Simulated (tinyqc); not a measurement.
Chemical trend: level against potential: deep trap from a strong local potential in a two-band host (Koster-Slater model with semi-elliptic bands). Computed by tinyqc, a small Python program. Command: `OMP_NUM_THREADS=1 python tinyqc.py 3019676 3019677 out.jsonl deeptrap walk`. One thread of a shared host (Intel(R) Xeon(R) Processor @ 2.30GHz), about 0.03 s of CPU time with the checks.

The valence band spans -2 W_v to 0 and the conduction band E_g to E_g + 2 W_c. The orbital at the impurity site has weight f_v in the valence band and 1 - f_v in the conduction band, each spread as a semi-ellipse (2/(pi W^2)) sqrt(W^2 - x^2) about the band centre. The impurity adds U to this orbital. Spin is left out.

Inputs (values chosen for the exercise, with a gap close to that of GaP):
```
quantity                                value  unit
gap E_g                                  2.23    eV
half-width of the valence band W_v        2.4    eV
half-width of the conduction band W_c     5.3    eV
valence weight f_v of the site orbital   0.42     -
```

Impurity: repulsive, acceptor-like.

Method:
- In the gap G(E) = f_v (2/W_v^2)[x - sqrt(x^2 - W_v^2)] - (1 - f_v)(2/W_c^2)[y - sqrt(y^2 - W_c^2)], x = E + W_v, y = E_g + W_c - E.
- G falls across the gap from G(0) to G(E_g). A repulsive U binds if U > 1/G(0), an attractive one if U < 1/G(E_g); the vacancy level (U infinite) solves G(E) = 0 (bisection).
- The trap level solves G(E) = 1/U (bisection). With D = -dG/dE = D_v + D_c, D_v = f_v (2/W_v^2)[x/sqrt(x^2 - W_v^2) - 1] and D_c = (1 - f_v)(2/W_c^2)[y/sqrt(y^2 - W_c^2) - 1], the weight on the impurity orbital is 1/(U^2 D) and the conduction-band character is D_c/D.
- U is 1.05, 1.2, 1.5, 2, 3, 5, 10 and 30 times the threshold, rounded to three digits; the largest values are formal and only show the vacancy limit.

repulsive threshold = 3.84719 eV

vacancy level = 1.38274 eV

Trend:
```
U (eV)  E_t (eV)  weight on the impurity  conduction character  E_t - vacancy level (eV)
4.04      0.0016                0.015620               0.00430                   -1.3812
4.62      0.0208                0.047491               0.01723                   -1.3620
5.77      0.0935                0.073383               0.04294                   -1.2892
7.69      0.2410                0.076020               0.08478                   -1.1417
11.50     0.4925                0.055227               0.15684                   -0.8903
19.20     0.7928                0.026888               0.25369                   -0.5900
38.50     1.0739                0.007763               0.35698                   -0.3089
115.00    1.2780                0.000909               0.43952                   -0.1048
```

dE_t/dU equals the weight on the impurity, which peaks at 0.076 (U = 7.69 eV) and falls to 9.1e-4 in the last row, so beyond the peak each further eV of potential moves the level less. The level nears the vacancy level, 1.383 eV, as 1/U: it is 0.309 eV away at 10 times the threshold and 0.105 eV at 30 times, and the state is then host-like.

Extremes, crossings and ranges named in words are read from the listed rows.
